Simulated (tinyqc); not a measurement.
# Changing the Ge fraction x

Model: composition and strain of an epitaxial Si(1-x)Ge(x) layer from Raman and X-ray peaks. Computed by tinyqc, a small Python program. Command: `OMP_NUM_THREADS=1 python tinyqc.py 3013908 3013909 out.jsonl epiraman sweep`. One thread of a shared host (Intel(R) Xeon(R) Processor @ 2.30GHz), about 0.01 s of CPU time with the checks.

A (001) layer, biaxially strained in the plane. The Raman peaks follow empirical lines omega = w0 + c1 x + c3 x^3 + b eps (c3 for Si-Ge alone), with eps the in-plane strain.

Inputs (values chosen for the exercise, modelled on silicon-germanium): degree of relaxation R = 0.88; lattice constant of Si = 5.431 angstrom; lattice constant of Ge = 5.658 angstrom; bowing B = 0.027 angstrom; 2 C12/C11 of Si = 0.772; 2 C12/C11 of Ge = 0.755; Si-Si: w0 = 521 1/cm; Si-Si: c1 = -68 1/cm; Si-Si: strain coefficient b = -747 1/cm; Si-Ge: w0 = 400.2 1/cm; Si-Ge: c1 = 25.3 1/cm; Si-Ge: c3 = -34.9 1/cm; Si-Ge: strain coefficient b = -593 1/cm; Ge-Ge: w0 = 280.2 1/cm; Ge-Ge: c1 = 20.1 1/cm; Ge-Ge: strain coefficient b = -465 1/cm; X-ray wavelength = 1.540598 angstrom.

Substrate: germanium.

Method:
- Relaxed lattice constant a(x) = a_Si + (a_Ge - a_Si) x - B x (1 - x).
- In-plane constant a_par = a_sub + R (a(x) - a_sub); eps = a_par/a(x) - 1; eps_perp = -(2 C12/C11) eps with 2 C12/C11 linear in x; a_perp = a(x) (1 + eps_perp).
- Insert x and eps in the three lines; the strain part is b eps.
- Bragg angle theta = arcsin(2 lambda/a) for (004), for the substrate with a_sub and the layer with a_perp; separation in arc seconds.

One run for each value; columns: (1) Ge fraction x; (2) Si-Si peak (1/cm); (3) Si-Ge peak (1/cm); (4) Ge-Ge peak (1/cm); (5) in-plane strain eps (per mille); (6) separation, layer less substrate (arcsec):
```
(1)      (2)     (3)     (4)     (5)     (6)
0.08  512.09  399.45  279.65  4.6445  5735.7
0.18  505.64  402.08  281.88  4.1726  5145.1
0.29  498.56  404.53  284.33  3.6435  4485.1
0.40  491.48  406.25  286.80  3.1044  3814.9
0.50  485.05  406.94  289.04  2.6058  3197.2
0.60  478.63  406.60  291.28  2.0993  2571.7
0.71  471.57  404.76  293.76  1.5334  1875.2
0.82  464.52  401.13  296.24  0.9587  1170.3
0.92  458.12  396.05  298.49  0.4288   522.6
```

Describe and explain the trends.

Over the rows, Si-Si peak (1/cm) falls from 512 to 458 (exponent d ln y / d ln x -0.016 between the first rows and -0.12 between the last); Si-Ge peak (1/cm) goes from 399 through a maximum among these rows, 407 at 0.500, to 396; Ge-Ge peak (1/cm) rises from 280 to 298 (exponent d ln y / d ln x 0.0098 between the first rows and 0.066 between the last). Composition and strain both change with x. The Si-Si peak moves by -64.3 per cm per unit x on average, against c1 = -68 without strain: eps moves towards compression as x grows, which offsets part of the fall, in proportion to 1 - R.

Caution (rows 0.0800, 0.180, 0.820, 0.920): near either end one of the like-atom peaks is weak, since its intensity follows the number of such bonds.

Extremes, crossings and ranges named in words are read from the listed rows.
